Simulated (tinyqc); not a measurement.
Programming of a floating-gate cell by Fowler-Nordheim tunnelling: two steps of the calculation.

Per tunnel area the floating gate has Ctun = 3.9 eps0/tox to the channel (0 V) and Ccg to the control gate, Ct = Ctun/(1 - ag), no other coupling. With the threshold shift U = -Q/Ccg the field is F = ag (Vg - U)/tox, and dU/dt = J/Ccg. Fowler-Nordheim: J = A F^2 exp(-B/F), A = q^2/(16 pi^2 hbar mo phi) (times 1e14 for A/cm^2 with F in V/nm, emitter mass m0), B = (4/3) sqrt(mo/C) phi^1.5, C = hbar^2/(2 m0).

Parameters, values chosen for the exercise; oxide values close to those of silicon dioxide: tunnel barrier phi = 3.08 eV; tunnelling mass mo = 0.43 m0; tunnel oxide thickness tox = 7.7 nm; coupling ratio Ccg/Ct ag = 0.68; tunnel area ar = 3900 nm^2; threshold shift at the start Vt0 = -1.4 V; control-gate voltage Vg = 10.9 V; time step dt = 6.5 us; steps n = 11.

Constants: q = 1.602176634e-19 C, hbar = 1.054571817e-34 J s, m0 = 9.1093837015e-31 kg, eps0 = 8.8541878128e-14 F/cm where lengths are in cm, hbar^2/(2 m0) = 0.0380998212 eV nm^2. Results are converted to the units shown.

Problem 1. Constants of the cell. A, B, Ccg = ag Ct, the starting field and current, K = A B ag/(Ccg tox), and the knee time t0 = exp(B/F(0))/K.

Wanted: A; B; Ccg; F(0); J(0); K; t0; electrons for 1 V of shift.

Solution 1.

A = 1.1639e8 A cm^-2 (V/nm)^-2
B = 24.212 V/nm
Ccg = 0.95298 uF/cm^2
F(0) = 1.0862 V/nm
J(0) = 0.028657 A/cm^2
K = 2.6114e14 1/s
t0 = 18.350 us
electrons for 1 V of shift = 231.97

Problem 2. Explicit time steps against the exact solution. U(new) = U + dt J(F(U))/Ccg. Exact: exp(B/F(t)) = exp(B/F(0)) + K t, K = A B ag/(Ccg tox), and U = Vg - tox F/ag.

Find: t; F; J; U by steps; U exact.

Solution 2.

t, step 0 to 11 (us): [0, 6.5000, 13.000, 19.500, 26.000, 32.500, 39.000, 45.500, 52.000, 58.500, 65.000, 71.500]
F, step 0 to 11 (V/nm): [1.0862, 1.0690, 1.0573, 1.0484, 1.0412, 1.0352, 1.0300, 1.0254, 1.0213, 1.0176, 1.0142, 1.0111]
J, step 0 to 11 (A/cm^2): [0.028657, 0.019364, 0.014755, 0.011948, 0.010046, 0.0086676, 0.0076211, 0.0067987, 0.0061352, 0.0055884, 0.0051299, 0.0047400]
U by steps, step 0 to 11 (V): [-1.4000, -1.2045, -1.0725, -0.9718, -0.8903, -0.8218, -0.7627, -0.7107, -0.6643, -0.6225, -0.5844, -0.5494]
U exact, step 0 to 11 (V): [-1.4000, -1.2349, -1.1114, -1.0131, -0.9316, -0.8622, -0.8018, -0.7484, -0.7006, -0.6574, -0.6180, -0.5818]

Range of the model: Programming fields of 10 MV/cm and more wear the oxide; trapping and the channel potential are ignored.

Program tinyqc, `OMP_NUM_THREADS=1 python tinyqc.py 2130174 2130175 out.jsonl`; Intel Xeon 2.30GHz, shared host, one thread, about 0.02 s.
